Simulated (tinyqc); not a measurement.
# Crystallisation kinetics and data retention of a phase-change cell: kissinger analysis

Johnson-Mehl-Avrami-Kolmogorov law X = 1 - exp(-y^n), y = integral of k dt, k = (1/100 s) exp[-(Ec q/kB)(1/T - 1/T1)].

Tp is the temperature of the largest dX/dt on a ramp of rate b (b in K/min in the logarithm).

Parameters, values chosen for the exercise; values of the order of Ge-Sb-Te and related chalcogenides: activation energy of crystallisation Ec = 3.09 eV; temperature at which the rate k is 1/(100 s) T1 = 451 K; Avrami exponent n = 4.

Constants: q = 1.602176634e-19 C, kB = 1.380649e-23 J/K. Results are converted to the units shown.

Results:
```
b (K/min)  Tp (K)  q/kB Tp (1/eV)  ln(b/Tp^2)  X at the peak
0.5         440.7           26.33      -12.87         0.6299
1           444.4           26.11      -12.19         0.6299
2           448.2           25.89      -11.52         0.6299
10          457.2           25.38      -9.948         0.6299
20          461.1           25.16      -9.272         0.6298
50          466.5           24.88      -8.379         0.6298
100         470.6           24.66      -7.703         0.6298
```

Estimate the missing row, b = 5 K/min.

Computed row:
```
b (K/min)  Tp (K)  q/kB Tp (1/eV)  ln(b/Tp^2)  X at the peak
5           453.3           25.60      -10.62         0.6299
```

With this row back in the table: Tp rises from 441 to 471 K. The slope of ln(b/Tp^2) against q/kB Tp between the end rows is -3.089 eV, against Ec = 3.09 eV, and X at the peak stays near 1 - 1/e = 0.632 (0.630 to 0.630).

Range of the model: One Arrhenius rate is assumed; incubation, growth from the boundary and the non-Arrhenius kinetics of the supercooled liquid are left out.

Computed by the program tinyqc: `OMP_NUM_THREADS=1 python tinyqc.py 2490067 2490068 out.jsonl`, one thread of a shared Intel Xeon 2.30GHz, about 0.03 s for the whole run.
